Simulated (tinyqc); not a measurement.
Inside a calculation. Method: MP2 on RHF in the 3-21g basis, for H-, spin multiplicity 1. The basis has no diffuse functions, so it cannot describe the extra electron: this is an exercise in the method, not the real anion. One step of it, computed by the program tinyqc.

Task: Second-order Moller-Plesset energy. E2 = sum_ijab (ia|jb) [2 (ia|jb) - (ib|ja)] / (e_i + e_j - e_a - e_b) over occupied i, j and virtual a, b; the opposite-spin part is (ia|jb)^2 / denominator, the rest is same-spin, and SCS-MP2 scales them by 6/5 and 1/3.

orbital energies (hartree): [0.077370, 1.670865]

Two-electron integrals over orbitals (pq|rs), unique and non-zero (hartree):
```
(11|11) 0.555159   (21|11) 0.139972   (21|21) 0.137755   (22|11) 0.620272
(22|21) 0.250869   (22|22) 0.823223
```

Hartree-Fock energy = -0.40042020 hartree

Give: Terms; Pair energies; MP2 correlation energy; SCS-MP2 correlation energy; MP2 total energy.

Result:

Terms:
```
i  j  a  b  (ia|jb)  (ib|ja)  denominator     term
1  1  2  2   0.1378   0.1378      -3.1870  -0.0060
```

Pair energies (hartree; pair i-j sums ij and ji):
```
pair  opposite spin  same spin
1-1         -0.0060     0.0000
```

MP2 correlation energy = -0.005954 hartree

SCS-MP2 correlation energy = -0.007145 hartree

MP2 total energy = -0.406375 hartree
